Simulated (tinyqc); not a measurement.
## Ideality, saturation current and resistance from three points

Inverse problem. Well above the saturation current a diode obeys V = n Vt ln(I/I0) + I Rs. Find n, Rs and I0.

Parameters, values chosen for the exercise:

| symbol | value | unit | meaning |
|---|---|---|---|
| T | 293 | K | temperature |

Constants: q = 1.602176634e-19 C, kB = 1.380649e-23 J/K, Vt = kB T/q. Results are converted to the units shown.

currents (A): [6e-6, 0.0009, 0.02]
voltages (V): [0.46826948, 0.62267190, 0.71941887]

Answer. V is linear in the three unknowns n Vt, Rs and -n Vt ln I0, so three points give a linear system.

n = 1.22
Rs = 0.0640 ohm
I0 = 1.50e-12 A

Numbers from tinyqc (`OMP_NUM_THREADS=1 python tinyqc.py 2260121 2260122 out.jsonl`; about 0.01 s on one thread of a shared Intel Xeon 2.30GHz).
